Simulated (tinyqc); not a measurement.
# Density of surface states from the Kelvin-probe reading

Question. n-type bulk, xi = Ec - EF = Vt ln(Nc/Nd), p0 = ni^2/Nd, ni = sqrt(Nc Nv) exp(-Eg/(2 Vt)), Eg in volts. b is the upward band bending, u = b/Vt. Space charge per area, in units of q: Qc = sign(b) sqrt((2 eps0 eps_r Vt/q) [(Nd + dn)(exp(-u) - 1) + Nd u + (p0 + dn)(exp(u) - 1)]), with dn the excess density under light (flat quasi-Fermi levels; 0 in the dark). The states hold -Ds (E0 - xi - b): negative while the Fermi level lies above the neutrality level. Neutrality: Qc + Qf + (charge of the states) = 0. Work function chi + xi + b; contact potential difference CPD = (work function of the sample) - pt. Find b, Qc and Ds.

Inputs (values chosen for the exercise); band and dielectric values close to those of silicon: temperature T = 300 K; band gap Eg = 1.11 eV; relative permittivity eps_r = 11.8; conduction-band density of states at T Nc = 2.76e19 cm^-3; valence-band density of states at T Nv = 2.66e19 cm^-3; electron affinity chi = 4.1 eV; donor density Nd = 7.3e17 cm^-3; fixed positive charge at the surface Qf = 0 cm^-2; work function of the probe tip pt = 4.76 eV; depth of their neutrality level below the conduction edge E0 = 0.54 eV.

Constants: q = 1.602176634e-19 C, kB = 1.380649e-23 J/K, Vt = kB T/q, eps0 = 8.8541878128e-14 F/cm where lengths are in cm. Results are converted to the units shown.

CPD = -369.79212 mV

Answer. The CPD gives b, b gives Qc, and neutrality gives Ds.

b = 0.196 V
Qc = 1.27e12 cm^-2
Ds = 5.10e12 cm^-2 eV^-1

Computed by the program tinyqc: `OMP_NUM_THREADS=1 python tinyqc.py 2430010 2430011 out.jsonl`, one thread of a shared Intel Xeon 2.30GHz, about 0.01 s for the whole run.
